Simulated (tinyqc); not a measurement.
Changing the film thickness t: Debye-Callaway model of lattice thermal conductivity. Computed by tinyqc, a small Python program. Command: `OMP_NUM_THREADS=1 python tinyqc.py 3016437 3016438 out.jsonl callaway sweep`. One thread of a shared host (Intel(R) Xeon(R) Processor @ 2.30GHz), about 0.04 s of CPU time with the checks.

Three acoustic branches with one velocity v, cut at omega_D = k_B Theta/hbar; x = hbar omega/(k_B T). v and Theta are separate inputs: Theta cuts off the heat-carrying modes, so C need not reach 3 k_B/V. gamma is an effective value that sets the umklapp rate. Heat flows along the film.

Inputs (values chosen for the exercise, modelled on indium phosphide):
```
quantity                                value        unit
sound velocity v                         3430         m/s
Debye temperature Theta                   326           K
volume per atom V                        25.3  angstrom^3
mean atomic mass M                       72.9           u
effective Grueneisen parameter gamma     1.52           -
umklapp exponent divisor b                  3           -
mass variance Gamma                   1.4e-05           -
specularity p                               0           -
temperature T                              40           K
```

Sample: film. Point defects: isotopes. Normal processes: left out.

Constants: k_B = 1.380649e-23 J/K; hbar = 1.054571817e-34 J s; u = 1.6605390666e-27 kg.

Method:
- Gamma is given directly by the isotope mixture. A = V Gamma/(4 pi v^3).
- Rates: point defects A omega^4; umklapp B omega^2 T exp(-Theta/(b T)) with B = hbar gamma^2/(M v^2 Theta). Film: the bulk time tau of each mode, from the resistive rates above, is multiplied by the Fuchs-Sondheimer factor F = (3/2) int_0^1 (1 - u^2) [1 - (1 - p) (u/d) (1 - E)/(1 - p E)] du, with E = exp(-d/u), d = t/(v tau), by 48 Gauss-Legendre points in z with u = z^4; the boundary rate is defined as 1/(F tau) - 1/tau.
- kappa_1 = c int tau_C g dx, g = x^4 e^x/(e^x - 1)^2, c = (k_B/(2 pi^2 v)) (k_B T/hbar)^3, over 0 < x < min(Theta/T, 40), by 96 Gauss-Legendre points in s with x = x_max s^2; tau_C = tau_R, the inverse of the summed rates, and kappa = kappa_1.
- Heat capacity C = 3 c int g dx / v^2; grey free path 3 kappa/(C v); the median free path v tau_C halves kappa_1 when the quadrature points are ordered by free path (each counted at half its weight, interpolated in the logarithm); likewise at 10 % and 90 %.

One run for each value:
```
film thickness t (micrometre)  kappa (W/(m K))  grey free path (nm)  median free path (nm)
0.015                                       14                   69                     70
0.038                                       30                  149                    152
0.095                                       62                  308                    318
0.24                                       125                  616                    653
1.5                                        412                 2029                   2387
3.8                                        665                 3277                   4249
9.5                                        969                 4771                   7013
24                                        1288                 6342                  10735
60                                        1572                 7742                  14952
```

Give the missing row, film thickness t (micrometre) = 0.6.

Computed row:
```
film thickness t (micrometre)  kappa (W/(m K))  grey free path (nm)  median free path (nm)
0.6                                        235                 1158                   1277
```

Interpolating between the two neighbouring rows (the first column on a logarithmic scale, the others too where they are positive) misses most in kappa (W/(m K)), by 3.5 %. Over the rows, kappa (W/(m K)) rises from 14.0 to 1570 (exponent d ln y / d ln x 0.82 between the first rows and 0.22 between the last); grey free path (nm) rises from 69.1 to 7740 (exponent d ln y / d ln x 0.82 between the first rows and 0.22 between the last); median free path (nm) rises from 70.0 to 15000 (exponent d ln y / d ln x 0.83 between the first rows and 0.36 between the last). Kappa falls to half its value in the last row at about 5.5 micrometre, against a grey free path of 7.7 and a median one of 15 micrometre in that row.
